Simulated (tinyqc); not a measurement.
Solid solubility of a dopant against its melt (retrograde solidus), clustering and the electrically active fraction. From solubility back to enthalpy of transfer from melt to solid H. Computed by tinyqc, a small Python program. Command: `OMP_NUM_THREADS=1 python tinyqc.py 3001264 3001265 out.jsonl retro inv`. One thread of a shared host (Intel(R) Xeon(R) Processor @ 2.30GHz), about 0.02 s of CPU time with the checks.

Inputs (values chosen for the exercise, for a model dopant):
```
quantity                         value    unit
melting point of the host T_m     1687       K
heat of melting of the host H_f   50.2  kJ/mol
interaction L of the melt          -18  kJ/mol
entropy of transfer S             2.35     k_B
site density N0                  5e+22  1/cm^3
temperature T                     1530       K
```

Constants: R = 8.314462618 J/(mol K); k_B = 8.617333262e-05 eV/K.

Method. x_l and x_s are atom fractions of the dopant in melt and solid; the solid is dilute. Liquidus of the host: R T ln(1 - x_l) + L x_l^2 = -H_f (1 - T/T_m). Distribution: k = x_s/x_l = exp[L (1 - x_l)^2/(R T)] exp(S/k_B - H/(k_B T)), the first factor being the activity coefficient in the melt. Solubility = x_s N0; at T_m x_l = 0.

Task: A run gave the result below. Find the enthalpy of transfer from melt to solid H, known to lie between 0.92 and 2.9 eV.

solubility = 1.08449e+17 1/cm^3

Result:

Each step takes the trial c = (a f_b - b f_a)/(f_b - f_a), f being the result less the target and a, b, c the logarithms of the listed values; c replaces end b, the old b replaces a if the sign of f changed, and otherwise f_a is halved.

Scan of the range:
```
enthalpy of transfer from melt to solid H (eV)  solubility (1/cm^3)
0.92                                                    5.36655e+19
1.11                                                    1.27011e+19
1.35                                                    2.05725e+18
1.63                                                    2.46022e+17
1.98                                                    1.73015e+16
2.39                                                    7.71890e+14
2.90                                                    1.61298e+13
```

False position (Illinois rule, in the logarithm of the input) inside the bracket:
```
step    end a    end b    trial  solubility (1/cm^3)
1     1.63000  1.98000  1.83231          5.30342e+16
2     1.63000  1.83231  1.73912          1.07533e+17
3     1.63000  1.73912  1.73620          1.09942e+17
4     1.73912  1.73620  1.73801          1.08443e+17
5     1.73620  1.73801  1.73800          1.08449e+17
6     1.73620  1.73800  1.73800          1.08449e+17
7     1.73800  1.73800  1.73800          1.08449e+17
```

Solubility falls at every point of a 13-point scan of the range (every second point is shown), so one value fits; it is bracketed by 1.63 and 1.98. Answer: enthalpy of transfer from melt to solid H = 1.738 eV.
